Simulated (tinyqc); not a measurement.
From results back to parameters: Slater-Koster d bands of an fcc metal. Three cases, with inputs chosen for the exercise.

Problem. In an fcc d band with nearest neighbours E(t2g, Gamma) = 3 dds + 4 ddp + 5 ddd, E(eg, Gamma) = 1.5 dds + 6 ddp + 4.5 ddd, and at X = (1,0,0) the yz state has 3 dds - 4 ddp - 3 ddd. The three levels come from hidden integrals.

Find: dds, ddp, ddd.

Method. Three linear equations: the first less the third is 8 (ddp + ddd); twice the second less the first is 8 ddp + 4 ddd; their difference gives ddd.

Case 1.

levels (eV): t2g Gamma -1.1490, eg Gamma 1.7235, yz at X -5.4050

Solution.

dds, ddp, ddd (eV): -1.064  0.617  -0.085

Case 2.

levels (eV): t2g Gamma -0.7600, eg Gamma 0.1200, yz at X -1.5520

Solution.

dds, ddp, ddd (eV): -0.368  0.151  -0.052

Case 3.

levels (eV): t2g Gamma -2.1330, eg Gamma 0.4455, yz at X -4.6770

Solution.

dds, ddp, ddd (eV): -1.095  0.438  -0.120

Computed by tinyqc, one run a case: `OMP_NUM_THREADS=1 python tinyqc.py N N+1 out.jsonl` with N = 1452012, 1452123, 1452306; one thread of a shared Intel(R) Xeon(R) Processor @ 2.30GHz, about 0.08 s a run at most.
